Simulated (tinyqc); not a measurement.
Single-domain magnet: Stoner-Wohlfarth switching, Neel-Arrhenius retention, LLG dynamics and spin torque: one step, computed by the program tinyqc.

The moment is uniform, with unit vector m; z is the easy axis. mu_0 = 1.25663706212e-6 T m/A, gamma = 1.76085963023e11 rad/(s T).

Problem. Exact time to the equator. The polar equation dm_z/dt = -(1 - m_z^2)(i - m_z)/tau_D, i = I/I_c0, integrates to t = tau_D [F(cos theta_0) - F(0)], F(z) = -ln(1 - z)/(2 (i - 1)) + ln(1 + z)/(2 (i + 1)) + ln(i - z)/(i^2 - 1), theta_0 = 1/sqrt(2 Delta).

Inputs (values chosen for the exercise, for a model magnet): temperature T = 398 K; drive I/I_c0 = 3.4.

Shape: thin disc, easy axis normal to it.

stability factor Delta = 85.13870

tau_D = 1.316668 ns

Give: time to m_z = 0.

Solution.

time to m_z = 0 = 1.660 ns

Caution: a flat cylinder has a smaller N_z than the spheroid of the same t/d, so K_eff of a real disc is larger.
